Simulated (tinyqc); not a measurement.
Ion-assisted plasma etching: sheath, surface coverage, synergy and aspect-ratio dependence: one step, computed by the program tinyqc. Command: `OMP_NUM_THREADS=1 python tinyqc.py 3007138 3007139 out.jsonl etch walk`. One thread of a shared host (Intel(R) Xeon(R) Processor @ 2.30GHz), about 0.04 s of CPU time with the checks.

Radicals adsorb on bare sites; ions remove covered sites with a high yield and bare sites by sputtering; a slow spontaneous reaction acts everywhere, walls included.

Question. Fluxes. Bohm speed u_B = sqrt(e T_e/M_i); ion flux G_i = 0.61 n_e u_B; radical flux G_n = n c/4 with c = sqrt(8 k_B T_g/(pi M_n)).

Inputs (values chosen for the exercise, close to those used for silicon dioxide in a fluorocarbon plasma):
```
quantity                    value    unit
plasma density n_e        3.6e+11  1/cm^3
electron temperature T_e      2.9      eV
ion mass M_i                   50       u
radical density n         7.4e+13  1/cm^3
radical mass M_n               31       u
gas temperature T_g           300       K
```

Feature: long trench.

Constants: e = 1.602176634e-19 C; u = 1.6605390666e-27 kg; k_B = 1.380649e-23 J/K.

Give: Bohm speed; ion flux G_i; radical speed c; radical flux G_n; flux ratio G_n/G_i.

Answer.

Bohm speed = 2.366e+05 cm/s

ion flux G_i = 5.195e+16 1/(cm^2 s)

radical speed c = 45265 cm/s

radical flux G_n = 8.374e+17 1/(cm^2 s)

flux ratio G_n/G_i = 16.12
